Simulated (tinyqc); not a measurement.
Schottky barrier on an n-type semiconductor with a surface-enhanced doping, non-linear Poisson equation by Newton steps: one step of the calculation.

One dimension, metal at x = 0, donor density C(x) = Nd + N0 exp(-x/Ls). Energies are counted from the electron Fermi level of the semiconductor and the conduction-band edge is Ec = -psi, so n = Nc exp(psi/Vt); holes follow the Fermi level of the metal, at -V, so p = Nv exp((V - psi - Eg)/Vt). Ends: psi(0) = V - phiB and psi = Vt ln(Nd/Nc) deep inside. Boltzmann statistics, full ionisation, no current, no image force in the Poisson equation.

Question. Newton step. Solve the tridiagonal system a_(i-1) d_(i-1) + b_i d_i + a_i d_(i+1) = -F_i for nodes 1 to 12, with d = 0 on fixed nodes. Each component d is damped to sign(d) Vt ln(1 + |d|/Vt) before it is added.

Parameters, values chosen for the exercise:

| symbol | value | unit | meaning |
|---|---|---|---|
| T | 350 | K | temperature |

Constants: q = 1.602176634e-19 C, kB = 1.380649e-23 J/K, Vt = kB T/q. Results are converted to the units shown.

coupling a_i, interval 0 to 12 (F/cm^2): 9.2155832e-8  7.9221680e-8  6.8418724e-8  5.9027919e-8  5.0737481e-8  4.3841124e-8  3.7787747e-8  3.2254541e-8  2.8222724e-8  2.4408842e-8  2.0525617e-8  1.8062543e-8  1.5307240e-8

```
node  diagonal b (F/cm^2)  residual F (C/cm^2)
1           -1.9039574e-6        -2.3917933e-7
2           -1.5076937e-6        1.2127125e-10
3           -1.1902459e-6        1.7136999e-10
4           -9.7079360e-7        2.0663414e-10
5           -8.4652751e-7        1.9403433e-10
6           -8.0809224e-7        1.3432523e-10
7           -8.4191848e-7        6.8887342e-11
8           -9.1923032e-7        2.6743422e-11
9           -1.0279963e-6        8.1391301e-12
10          -1.1861344e-6        2.0040061e-12
11          -1.3620047e-6        3.7973344e-13
12          -1.5678027e-6        5.2881093e-14
```

psi at the start, node 0 to 13 (V): -2.6900000  -0.1047542  -0.1165420  -0.1284185  -0.1392813  -0.1478464  -0.1533330  -0.1561437  -0.1573010  -0.1576759  -0.1577760  -0.1577974  -0.1578007  -0.1578011

Wanted: Newton step d, before damping; psi after iteration 1.

Answer.

Newton step d, before damping, node 1 to 12 (V): -0.12589  -0.00654  -0.00022  0.00021  0.00025  0.00018  0.00009  0.00003  0.00001  0.00000  0.00000  0.00000
psi after iteration 1, node 0 to 13 (V): -2.6900  -0.1543  -0.1225  -0.1286  -0.1391  -0.1476  -0.1531  -0.1561  -0.1573  -0.1577  -0.1578  -0.1578  -0.1578  -0.1578

Numbers from tinyqc (`OMP_NUM_THREADS=1 python tinyqc.py 2020015 2020016 out.jsonl`; about 0.1 s on one thread of a shared Intel Xeon 2.30GHz).
